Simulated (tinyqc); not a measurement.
Worked calculation: ROHF in the sto-3g basis, for H4, spin multiplicity 3. Computed by tinyqc, a small Python program that keeps every step (integrals from PySCF). Settings: charge = 0, multiplicity = 3, basis = sto-3g, energy threshold = 1e-09, iteration cap = 59, orthogonalisation = symmetric, start = Wolfsberg-Helmholz matrix, DIIS depth = 6, method = ROHF. Command: `OMP_NUM_THREADS=1 python tinyqc.py 30117 30118 out.jsonl` (the two numbers bound the seeds that draw the settings). One thread of a shared host (Intel(R) Xeon(R) Processor @ 2.60GHz), about 0.06 s of CPU time with the checks. Later iterations appear only in the table of the cycle.

## One-electron integrals

Geometry (angstrom):
```
atom       x       y       z
H     0.0000  0.0000  0.0000
H     0.0000  0.0000  1.2480
H     0.0000  0.0000  3.2430
H     0.0000  0.0000  4.4910
```

Basis sto-3g: exponents (1/bohr^2) and contraction coefficients of normalised primitives:
```
element  l (shell)  exponent  coefficient
H            s (1)    3.4253       0.1543
H            s (1)    0.6239       0.5353
H            s (1)    0.1689       0.4446
```

Overlap, kinetic and nuclear-attraction integrals over the contracted functions; the nuclear repulsion is the sum of Za Zb / Rab.

nuclear repulsion = 1.557473 hartree

overlap S, lower triangle:
```
        1H 1s   2H 1s   3H 1s   4H 1s
1H 1s  1.0000
2H 1s  0.3634  1.0000
3H 1s  0.0108  0.1202  1.0000
4H 1s  0.0005  0.0108  0.3634  1.0000
```

kinetic energy T (hartree), lower triangle:
```
         1H 1s    2H 1s   3H 1s   4H 1s
1H 1s   0.7600
2H 1s   0.0430   0.7600
3H 1s  -0.0047  -0.0100  0.7600
4H 1s  -0.0004  -0.0047  0.0430  0.7600
```

nuclear attraction V (hartree), lower triangle:
```
         1H 1s    2H 1s    3H 1s    4H 1s
1H 1s  -1.9268
2H 1s  -0.6446  -2.0741
3H 1s  -0.0163  -0.1906  -2.0741
4H 1s  -0.0007  -0.0163  -0.6446  -1.9268
```

core Hamiltonian H = T + V (hartree), lower triangle:
```
         1H 1s    2H 1s    3H 1s    4H 1s
1H 1s  -1.1667
2H 1s  -0.6017  -1.3140
3H 1s  -0.0211  -0.2007  -1.3140
4H 1s  -0.0011  -0.0211  -0.6017  -1.1667
```

## Two-electron integrals

Functions are numbered as in S; the eight-fold symmetry (ij|kl) = (ji|kl) = (kl|ij) leaves the list below.

Two-electron integrals (ij|kl) in chemists' order, unique and non-zero (hartree):
```
(11|11) 0.7746     (21|11) 0.2099     (21|21) 0.0795     (22|11) 0.4049
(22|21) 0.2099     (22|22) 0.7746     (31|11) 0.0036     (31|21) 0.0017
(31|22) 0.0057     (31|31) 5.31e-05   (32|11) 0.0292     (32|21) 0.0146
(32|22) 0.0564     (32|31) 0.0006     (32|32) 0.0075     (33|11) 0.1632
(33|21) 0.0742     (33|22) 0.2643     (33|31) 0.0036     (33|32) 0.0564
(33|33) 0.7746     (41|11) 1.14e-04   (41|21) 5.54e-05   (41|22) 2.05e-04
(41|31) 2.20e-06   (41|32) 2.75e-05   (41|33) 2.05e-04   (41|41) 1.03e-07
(42|11) 0.0020     (42|21) 0.0010     (42|22) 0.0036     (42|31) 4.27e-05
(42|32) 0.0006     (42|33) 0.0057     (42|41) 2.20e-06   (42|42) 5.31e-05
(43|11) 0.0500     (43|21) 0.0219     (43|22) 0.0742     (43|31) 0.0010
(43|32) 0.0146     (43|33) 0.2099     (43|41) 5.54e-05   (43|42) 0.0017
(43|43) 0.0795     (44|11) 0.1178     (44|21) 0.0500     (44|22) 0.1632
(44|31) 0.0020     (44|32) 0.0292     (44|33) 0.4049     (44|41) 1.14e-04
(44|42) 0.0036     (44|43) 0.2099     (44|44) 0.7746
```

## Orthogonalisation

S = U s U^T; symmetric (Loewdin) form X = U s^(-1/2) U^T, so that X^T S X = 1.

eigenvalues of S: 0.5820  0.6814  1.2974  1.4393

X, lower triangle:
```
         1H 1s    2H 1s    3H 1s   4H 1s
1H 1s   1.0553
2H 1s  -0.2000   1.0616
3H 1s   0.0134  -0.0690   1.0616
4H 1s  -0.0029   0.0134  -0.2000  1.0553
```

## Starting guess

The start is the generalised Wolfsberg-Helmholz matrix (K = 1.75) built on H; D(s) = C_occ C_occ^T for each spin.

D(alpha) at the start, lower triangle:
```
         1H 1s    2H 1s   3H 1s   4H 1s
1H 1s   0.7485
2H 1s   0.0029   0.7216
3H 1s  -0.3845   0.2986  0.7216
4H 1s   0.3937  -0.3845  0.0029  0.7485
```

D(beta) at the start, lower triangle:
```
        1H 1s   2H 1s   3H 1s   4H 1s
1H 1s  0.0961
2H 1s  0.1568  0.2558
3H 1s  0.1568  0.2558  0.2558
4H 1s  0.0961  0.1568  0.1568  0.0961
```

## Iteration 1: building the Fock matrix

J_ij = sum D_kl (ij|kl) with D = D(alpha) + D(beta), K_ij = sum D_kl (ik|jl) for each spin; F = H + J - K(s); E = tr D H + tr D J / 2 - 0.5 sum_s tr D(s) K(s) + E_nn.

Coulomb J (hartree), lower triangle:
```
        1H 1s   2H 1s   3H 1s   4H 1s
1H 1s  1.4220
2H 1s  0.5446  1.6444
3H 1s  0.0153  0.1767  1.6444
4H 1s  0.0007  0.0153  0.5446  1.4220
```

exchange K(alpha) (hartree), lower triangle:
```
         1H 1s    2H 1s   3H 1s   4H 1s
1H 1s   0.6367
2H 1s   0.3049   0.6455
3H 1s  -0.0131   0.1163  0.6455
4H 1s   0.0161  -0.0131  0.3049  0.6367
```

exchange K(beta) (hartree), lower triangle:
```
        1H 1s   2H 1s   3H 1s   4H 1s
1H 1s  0.1626
2H 1s  0.1604  0.3084
3H 1s  0.0630  0.1306  0.3084
4H 1s  0.0338  0.0630  0.1604  0.1626
```

F(alpha) (hartree), lower triangle:
```
         1H 1s    2H 1s    3H 1s    4H 1s
1H 1s  -0.3815
2H 1s  -0.3620  -0.3151
3H 1s   0.0074  -0.1402  -0.3151
4H 1s  -0.0165   0.0074  -0.3620  -0.3815
```

F(beta) (hartree), lower triangle:
```
         1H 1s    2H 1s    3H 1s   4H 1s
1H 1s   0.0926
2H 1s  -0.2175   0.0220
3H 1s  -0.0688  -0.1546   0.0220
4H 1s  -0.0342  -0.0688  -0.2175  0.0926
```

total energy of this density = -1.693778 hartree

## Iteration 1: Roothaan effective Fock matrix

With projectors Pc = D(beta) S, Po = (D(alpha) - D(beta)) S, Pv = 1 - D(alpha) S, the block xy is Px^T F Py; with Fc = (F(alpha) + F(beta))/2, the blocks are Fc for cc, oo, vv and cv, F(beta) for co and F(alpha) for ov.

effective F (hartree), lower triangle:
```
         1H 1s    2H 1s    3H 1s    4H 1s
1H 1s  -0.1422
2H 1s  -0.2846  -0.1481
3H 1s  -0.0251  -0.1697  -0.1481
4H 1s   0.0008  -0.0251  -0.2846  -0.1422
```

## Iteration 1: diagonalisation and new density

Diagonalise F' = X^T F X, C = X C', fill 3 alpha and 1 beta electrons from the bottom; D(s) = C_occ C_occ^T. Each column has its largest component positive (the first on a tie).

F' = X^T F X (hartree), lower triangle:
```
         1        2        3        4
1  -0.0440
2  -0.2714  -0.0285
3   0.0237  -0.1748  -0.0285
4  -0.0021   0.0237  -0.2714  -0.0440
```

orbital energies (hartree): MO1 -0.3845, MO2 -0.2576, MO3 0.1352, MO4 0.3620

coefficients C:
```
          MO1      MO2      MO3      MO4
1H 1s  0.3330   0.5151   0.6784  -0.5633
2H 1s  0.4885   0.3499  -0.5210   0.7345
3H 1s  0.4885  -0.3499  -0.5210  -0.7345
4H 1s  0.3330  -0.5151   0.6784   0.5633
```

D(alpha) after iteration 1, lower triangle:
```
         1H 1s    2H 1s    3H 1s   4H 1s
1H 1s   0.8365
2H 1s  -0.0106   0.6325
3H 1s  -0.3710   0.3877   0.6325
4H 1s   0.3058  -0.3710  -0.0106  0.8365
```

D(beta) after iteration 1, lower triangle:
```
        1H 1s   2H 1s   3H 1s   4H 1s
1H 1s  0.1109
2H 1s  0.1627  0.2386
3H 1s  0.1627  0.2386  0.2386
4H 1s  0.1109  0.1627  0.1627  0.1109
```

## Iteration 2: building the Fock matrix

As before.

Coulomb J (hartree), lower triangle:
```
        1H 1s   2H 1s   3H 1s   4H 1s
1H 1s  1.4537
2H 1s  0.5418  1.5966
3H 1s  0.0150  0.1714  1.5966
4H 1s  0.0006  0.0150  0.5418  1.4537
```

exchange K(alpha) (hartree), lower triangle:
```
         1H 1s    2H 1s   3H 1s   4H 1s
1H 1s   0.6925
2H 1s   0.3001   0.5875
3H 1s  -0.0101   0.1303  0.5875
4H 1s   0.0088  -0.0101  0.3001  0.6925
```

exchange K(beta) (hartree), lower triangle:
```
        1H 1s   2H 1s   3H 1s   4H 1s
1H 1s  0.1752
2H 1s  0.1626  0.2970
3H 1s  0.0635  0.1255  0.2970
4H 1s  0.0357  0.0635  0.1626  0.1752
```

F(alpha) (hartree), lower triangle:
```
         1H 1s    2H 1s    3H 1s    4H 1s
1H 1s  -0.4055
2H 1s  -0.3601  -0.3050
3H 1s   0.0040  -0.1595  -0.3050
4H 1s  -0.0093   0.0040  -0.3601  -0.4055
```

F(beta) (hartree), lower triangle:
```
         1H 1s    2H 1s    3H 1s   4H 1s
1H 1s   0.1118
2H 1s  -0.2225  -0.0145
3H 1s  -0.0696  -0.1548  -0.0145
4H 1s  -0.0362  -0.0696  -0.2225  0.1118
```

total energy of this density = -1.712046 hartree

## Iteration 2: Roothaan effective Fock matrix

As before.

effective F (hartree), lower triangle:
```
         1H 1s    2H 1s    3H 1s    4H 1s
1H 1s  -0.1419
2H 1s  -0.2779  -0.1597
3H 1s  -0.0320  -0.1977  -0.1597
4H 1s   0.0180  -0.0320  -0.2779  -0.1419
```

## Iteration 2: DIIS over 2 matrices

error matrix X^T (FDS - SDF) X:
```
         1       2       3        4
1   0.0000  0.0025  0.0256   0.0000
2  -0.0025  0.0000  0.0000  -0.0256
3  -0.0256  0.0000  0.0000  -0.0025
4   0.0000  0.0256  0.0025   0.0000
```

B (overlaps of the stored error matrices):
```
               1              2
1  1.8737999e-02  3.4315053e-03
2  3.4315053e-03  2.6500334e-03
```

Minimise |sum c_i e_i|^2 with sum c_i = 1: solve [B -1; -1 0][c; lambda] = [0; -1] with B_ij = tr e_i^T e_j, and take F = sum c_i F_i.

DIIS coefficients: -0.0538  1.0538

extrapolated F (hartree), lower triangle:
```
         1H 1s    2H 1s    3H 1s    4H 1s
1H 1s  -0.1419
2H 1s  -0.2775  -0.1604
3H 1s  -0.0324  -0.1992  -0.1604
4H 1s   0.0190  -0.0324  -0.2775  -0.1419
```

## Iteration 2: diagonalisation and new density

As before.

F' = X^T F X (hartree), lower triangle:
```
         1        2        3        4
1  -0.0473
2  -0.2606  -0.0416
3   0.0168  -0.2021  -0.0416
4   0.0204   0.0168  -0.2606  -0.0473
```

orbital energies (hartree): MO1 -0.4022, MO2 -0.2536, MO3 0.1315, MO4 0.3464

coefficients C:
```
          MO1      MO2      MO3      MO4
1H 1s  0.2948   0.5376   0.6959  -0.5418
2H 1s  0.5167   0.3197  -0.4931   0.7482
3H 1s  0.5167  -0.3197  -0.4931  -0.7482
4H 1s  0.2948  -0.5376   0.6959   0.5418
```

D(alpha) after iteration 2, lower triangle:
```
         1H 1s    2H 1s    3H 1s   4H 1s
1H 1s   0.8602
2H 1s  -0.0189   0.6123
3H 1s  -0.3626   0.4079   0.6123
4H 1s   0.2821  -0.3626  -0.0189  0.8602
```

D(beta) after iteration 2, lower triangle:
```
        1H 1s   2H 1s   3H 1s   4H 1s
1H 1s  0.0869
2H 1s  0.1523  0.2670
3H 1s  0.1523  0.2670  0.2670
4H 1s  0.0869  0.1523  0.1523  0.0869
```

## Iteration 3: building the Fock matrix

As before.

Coulomb J (hartree), lower triangle:
```
        1H 1s   2H 1s   3H 1s   4H 1s
1H 1s  1.4512
2H 1s  0.5416  1.5996
3H 1s  0.0150  0.1719  1.5996
4H 1s  0.0006  0.0150  0.5416  1.4512
```

exchange K(alpha) (hartree), lower triangle:
```
         1H 1s    2H 1s   3H 1s   4H 1s
1H 1s   0.7058
2H 1s   0.2974   0.5726
3H 1s  -0.0088   0.1339  0.5726
4H 1s   0.0072  -0.0088  0.2974  0.7058
```

exchange K(beta) (hartree), lower triangle:
```
        1H 1s   2H 1s   3H 1s   4H 1s
1H 1s  0.1545
2H 1s  0.1587  0.3156
3H 1s  0.0626  0.1338  0.3156
4H 1s  0.0325  0.0626  0.1587  0.1545
```

F(alpha) (hartree), lower triangle:
```
         1H 1s    2H 1s    3H 1s    4H 1s
1H 1s  -0.4214
2H 1s  -0.3575  -0.2870
3H 1s   0.0027  -0.1627  -0.2870
4H 1s  -0.0077   0.0027  -0.3575  -0.4214
```

F(beta) (hartree), lower triangle:
```
         1H 1s    2H 1s    3H 1s   4H 1s
1H 1s   0.1299
2H 1s  -0.2188  -0.0301
3H 1s  -0.0687  -0.1626  -0.0301
4H 1s  -0.0329  -0.0687  -0.2188  0.1299
```

total energy of this density = -1.716068 hartree

## Iteration 3: Roothaan effective Fock matrix

As before.

effective F (hartree), lower triangle:
```
         1H 1s    2H 1s    3H 1s    4H 1s
1H 1s  -0.1384
2H 1s  -0.2661  -0.1557
3H 1s  -0.0311  -0.2112  -0.1557
4H 1s   0.0292  -0.0311  -0.2661  -0.1384
```

## Iteration 3: DIIS over 3 matrices

error matrix X^T (FDS - SDF) X:
```
         1        2        3        4
1   0.0000  -0.0009   0.0157   0.0000
2   0.0009   0.0000   0.0000  -0.0157
3  -0.0157   0.0000   0.0000   0.0009
4   0.0000   0.0157  -0.0009   0.0000
```

B (overlaps of the stored error matrices), lower triangle:
```
               1              2              3
1  1.8737999e-02
2  3.4315053e-03  2.6500334e-03
3  2.6384481e-03  1.6001533e-03  9.8865530e-04
```

As before.

DIIS coefficients: -0.0972  -1.3547  2.4518

extrapolated F (hartree), lower triangle:
```
         1H 1s    2H 1s    3H 1s    4H 1s
1H 1s  -0.1333
2H 1s  -0.2484  -0.1510
3H 1s  -0.0305  -0.2336  -0.1510
4H 1s   0.0471  -0.0305  -0.2484  -0.1333
```

## Iteration 3: diagonalisation and new density

As before.

F' = X^T F X (hartree), lower triangle:
```
         1        2        3        4
1  -0.0496
2  -0.2313  -0.0381
3   0.0185  -0.2406  -0.0381
4   0.0502   0.0185  -0.2313  -0.0496
```

orbital energies (hartree): MO1 -0.3936, MO2 -0.2406, MO3 0.1155, MO4 0.3433

coefficients C:
```
          MO1      MO2      MO3      MO4
1H 1s  0.2374   0.5777   0.7175  -0.4988
2H 1s  0.5549   0.2611  -0.4496   0.7705
3H 1s  0.5549  -0.2611  -0.4496  -0.7705
4H 1s  0.2374  -0.5777   0.7175   0.4988
```

D(alpha) after iteration 3, lower triangle:
```
         1H 1s    2H 1s    3H 1s   4H 1s
1H 1s   0.9049
2H 1s  -0.0399   0.5783
3H 1s  -0.3416   0.4419   0.5783
4H 1s   0.2373  -0.3416  -0.0399  0.9049
```

D(beta) after iteration 3, lower triangle:
```
        1H 1s   2H 1s   3H 1s   4H 1s
1H 1s  0.0564
2H 1s  0.1318  0.3080
3H 1s  0.1318  0.3080  0.3080
4H 1s  0.0564  0.1318  0.1318  0.0564
```

## Iteration 11 (converged): orbitals

converged F (hartree), lower triangle:
```
         1H 1s    2H 1s    3H 1s    4H 1s
1H 1s  -0.1328
2H 1s  -0.2481  -0.1500
3H 1s  -0.0309  -0.2248  -0.1500
4H 1s   0.0389  -0.0309  -0.2481  -0.1328
```

As before.

F' = X^T F X (hartree), lower triangle:
```
         1        2        3        4
1  -0.0491
2  -0.2311  -0.0383
3   0.0179  -0.2310  -0.0383
4   0.0416   0.0179  -0.2311  -0.0491
```

orbital energies (hartree): MO1 -0.3886, MO2 -0.2355, MO3 0.1118, MO4 0.3374

coefficients C:
```
          MO1      MO2      MO3      MO4
1H 1s  0.2482   0.5710   0.7138  -0.5066
2H 1s  0.5481   0.2714  -0.4579   0.7670
3H 1s  0.5481  -0.2714  -0.4579  -0.7670
4H 1s  0.2482  -0.5710   0.7138   0.5066
```

D(alpha) after iteration 11, lower triangle:
```
         1H 1s    2H 1s    3H 1s   4H 1s
1H 1s   0.8971
2H 1s  -0.0358   0.5838
3H 1s  -0.3458   0.4364   0.5838
4H 1s   0.2451  -0.3458  -0.0358  0.8971
```

D(beta) after iteration 11, lower triangle:
```
        1H 1s   2H 1s   3H 1s   4H 1s
1H 1s  0.0616
2H 1s  0.1360  0.3004
3H 1s  0.1360  0.3004  0.3004
4H 1s  0.0616  0.1360  0.1360  0.0616
```

## Convergence

Stop when the energy changes by less than 1e-09 hartree and every element of the error matrix X^T (F D S - S D F) X is below 9e-06.

Course of the cycle:
```
iteration  E (hartree)     change  largest element of the error matrix
1            -1.693778          -                             5.63e-02
2            -1.712046  -1.83e-02                             2.56e-02
3            -1.716068  -4.02e-03                             1.57e-02
4            -1.718049  -1.98e-03                             3.78e-03
5            -1.718156  -1.07e-04                             3.10e-04
6            -1.718156  -5.38e-07                             1.65e-04
7            -1.718156  -1.19e-07                             1.09e-04
8            -1.718156   1.35e-07                             1.71e-04
9            -1.718156  -2.21e-07                             2.88e-05
10           -1.718156  -6.40e-09                             1.06e-06
11           -1.718156  -8.70e-12                             7.12e-08
```

PySCF ROHF in the same basis = -1.718156 hartree

Converged in 11 iterations.

## Populations, bond orders and dipole

Mulliken: Z minus the diagonal of D S on the atom; Loewdin: the same with S^(1/2) D S^(1/2); Mayer order: 2 sum_s sum (D(s) S)_ij (D(s) S)_ji over the two atoms.

Charges (e):
```
atom  Mulliken  Loewdin  Mulliken spin
1H      0.0069   0.0071         0.7680
2H     -0.0069  -0.0071         0.2320
3H     -0.0069  -0.0071         0.2320
4H      0.0069   0.0071         0.7680
```

Mayer bond orders:
```
pair   order
2-1   0.1781
3-1   0.1781
3-2   0.5898
4-1   0.0539
4-2   0.1781
4-3   0.1781
```

dipole moment about the origin, x y z (debye): 0.0000  0.0000  0.0000
